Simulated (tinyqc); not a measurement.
From results back to parameters: Fermi-Dirac statistics of conduction electrons. Four cases, with inputs chosen for the exercise.

Problem. At zero temperature k_F = (3 pi^2 n)^(1/3) and E_F (1 + alpha E_F) = c k_F^2/m, c = hbar^2/2m0, m the density-of-states mass. The Fermi energies at two densities were computed from hidden m and alpha.

Constants: hbar^2/2m0 = 3.80998211 eV angstrom^2.

Case 1.

Values chosen (out of a larger set: near those of Ge, lowest valleys alone; not measured data): nA = 2e+19 1/cm^3; nB = 7e+19 1/cm^3.

E_F at nA = 0.046583 eV
E_F at nB = 0.103351 eV

Case 2.

Values chosen (out of a larger set: near those of Si, lowest valleys alone; not measured data): nA = 6e+19 1/cm^3; nB = 2e+20 1/cm^3.

E_F at nA = 0.050097 eV
E_F at nB = 0.108852 eV

Case 3.

Values chosen (out of a larger set: near those of Ge, lowest valleys alone; not measured data): nA = 2e+20 1/cm^3; nB = 5e+20 1/cm^3.

E_F at nA = 0.196659 eV
E_F at nB = 0.337196 eV

Case 4.

Values chosen (out of a larger set: near those of Ge, lowest valleys alone; not measured data): nA = 2e+20 1/cm^3; nB = 5e+20 1/cm^3.

E_F at nA = 0.198076 eV
E_F at nB = 0.337416 eV

Find: k_F at nA and nB; m; alpha.

Solution. c k^2 (1/m) - E^2 alpha = E is linear in 1/m and alpha; two densities give two equations.

Case 1.

k_F at nA and nB (1/angstrom): 0.08398  0.12750

m = 0.558 m0
alpha = 0.71 1/eV

Case 2.

k_F at nA and nB (1/angstrom): 0.12111  0.18092

m = 1.09 m0
alpha = 0.47 1/eV

Case 3.

k_F at nA and nB (1/angstrom): 0.18092  0.24554

m = 0.568 m0
alpha = 0.59 1/eV

Case 4.

k_F at nA and nB (1/angstrom): 0.18092  0.24554

m = 0.557 m0
alpha = 0.66 1/eV

Computed by tinyqc, one run a case: `OMP_NUM_THREADS=1 python tinyqc.py N N+1 out.jsonl` with N = 1651708, 1651976, 1652037, 1652057; one thread of a shared Intel(R) Xeon(R) Processor @ 2.30GHz, about 0.02 s a run at most.
